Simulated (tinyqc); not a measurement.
# Zener tunnelling in a reverse-biased junction, two-band WKB: what changes with what

Abrupt p-n junction, depletion approximation. Energies E are counted from the conduction-band edge of the neutral n side; its Fermi level lies at dn, that of the p side at dn - V, and the valence-band edge of the neutral p side at Em = dn + dp - V. Tunnelling needs 0 < E < Em. Two-band dispersion with equal masses m: inside the gap kappa = sqrt(m u (1 - u/Eg)/C), u the distance from a band edge, C = hbar^2/(2 m0).

Values chosen for this exercise; band and dielectric values close to those of indium arsenide: temperature T = 350 K; band gap Eg = 0.345 eV; relative permittivity eps_r = 15.3; conduction-band density of states at 350 K Nc = 1.09e17 cm^-3; valence-band density of states at 350 K Nv = 8.41e18 cm^-3; band-edge mass of the two-band model m = 0.027 m0; acceptor density Na = 2.9e18 cm^-3; donor density Nd = 9.6e17 cm^-3; bias of the p side V = -1.4 V.

Constants: q = 1.602176634e-19 C, kB = 1.380649e-23 J/K, hbar = 1.054571817e-34 J s, h = 6.62607015e-34 J s, m0 = 9.1093837015e-31 kg, Vt = kB T/q, eps0 = 8.8541878128e-14 F/cm where lengths are in cm, hbar^2/(2 m0) = 0.0380998212 eV nm^2. Results are converted to the units shown.

Each table varies one quantity; the others keep the values above.

## Current against reverse bias

Nd = Nc F12(dn/Vt), Na = Nv F12(dp/Vt), F12(x) = (2/sqrt(pi)) int_0^infinity sqrt(u)/(1 + exp(u - x)) du; dn = EF - Ec on the n side, dp = Ev - EF on the p side (negative outside the bands); Vbi = Eg + dn + dp. W = sqrt(2 eps0 eps_r (Vbi - V)(1/Na + 1/Nd)/q), mean field F = (Vbi - V)/W, peak field 2 F. In a uniform field F the exponent is S = pi sqrt(m/C) Eg^1.5/(4 F). Transverse energy Et = C kt^2/m raises it to S (1 + 4 Et/Eg), so T = exp(-S) exp(-Et/Eb) with Eb = Eg/(4 S). KJ = (2 q^2/h) m/(4 pi C) (times 1e14 for A/cm^2 per eV^2). J = KJ exp(-S) Eb times the integral from 0 to Em of [f(E - dn) - f(E - dn + V)] [1 - exp(-min(E, Em - E)/Eb)] dE, f(x) = 1/(1 + exp(x/Vt)), with S and Eb from the mean field; J > 0 flows from p to n.

Result of one run:
```
V (V)  mean field (MV/cm)      S  J (A/cm^2)
-2.29              0.3429  3.907    -4.328e5
```

What becomes of these results when the bias of the p side V is changed from -2.29 to -0.72 V, all else the same?

Result of the changed run:
```
V (V)  mean field (MV/cm)      S  J (A/cm^2)
-0.72              0.2250  5.955    -1.099e4
```

The whole series:
```
V (V)  mean field (MV/cm)      S  J (A/cm^2)
-0.1               0.1555  8.616      -45.51
-0.41              0.1934  6.928       -1927
-0.72              0.2250  5.955    -1.099e4
-1.04              0.2535  5.285    -3.571e4
-1.35              0.2784  4.813    -8.248e4
-1.66              0.3012  4.448    -1.591e5
-1.98              0.3230  4.147    -2.763e5
-2.29              0.3429  3.907    -4.328e5
-2.6               0.3617  3.704    -6.364e5
```

|J| grows from 45.5 to 6.36e5 A/cm^2, a factor of 14000. Of that, exp(-S) gives 136 (S falls from 8.62 to 3.70 as the field grows with the square root of Vbi - V); the rest, 103, comes from the wider energy window and from Eb. Where S is below about 4, a WKB prefactor of 1 is a rough guess.

## Effect of the band gap with the mass tied to it

Same model as above.

The mass follows the gap, m = 0.027 Eg/0.345 eV, as in a two-band model with a fixed matrix element; Nc, Nv and eps_r are held.

Effect of the band gap with the mass tied to it:
```
Eg (eV)  Vbi (V)  mean field (MV/cm)      S  J (A/cm^2)  S at fixed m
0.17      0.2919              0.2686  1.211    -2.993e6         1.725
0.22      0.3419              0.2726  1.999    -1.389e6         2.503
0.27      0.3919              0.2765  2.968    -5.364e5         3.355
0.32      0.4419              0.2803  4.113    -1.736e5         4.270
0.37      0.4919              0.2841  5.425    -4.743e4         5.238
0.42      0.5419              0.2878  6.900    -1.101e4         6.253
0.47      0.5919              0.2915  8.531       -2184         7.309
0.52      0.6419              0.2951  10.31      -372.0         8.401
```

S rises from 1.21 to 10.3, as Eg^(1.92), against Eg^(1.42) at fixed m; at a fixed field the powers would be 2 and 1.5, and the field grows with Vbi. |J| falls from 2.99e6 to 372 A/cm^2. Where S is below about 4, a WKB prefactor of 1 is a rough guess.

## Effect of the doping Nd

Same model as above.

Effect of the doping Nd:
```
Nd (cm^-3)  Vbi (V)  mean field (MV/cm)      S  J (A/cm^2)
2.3e17       0.3609              0.1490  8.994      -700.0
3.4e17       0.3828              0.1791  7.480       -3831
5e17         0.4086              0.2136  6.273    -1.528e4
7.4e17       0.4410              0.2533  5.288    -4.849e4
1.1e18       0.4822              0.2979  4.497    -1.257e5
1.6e18       0.5316              0.3432  3.904    -2.615e5
2.4e18       0.6003              0.3941  3.399    -4.963e5
```

The mean field rises from 0.149 to 0.394 MV/cm, as Nd^(0.41), S falls from 8.99 to 3.40, and |J| rises from 700 to 4.96e5 A/cm^2: 2.85 decades, of which exp(-S) accounts for 2.43. Where S is below about 4, a WKB prefactor of 1 is a rough guess.

Range of the model: Parabolic densities of states, no band tails and no gap narrowing, all of which matter at such doping.

Computed by the program tinyqc: `OMP_NUM_THREADS=1 python tinyqc.py 2620001 2620002 out.jsonl`, one thread of a shared Intel Xeon 2.30GHz, about 0.02 s for the whole run.
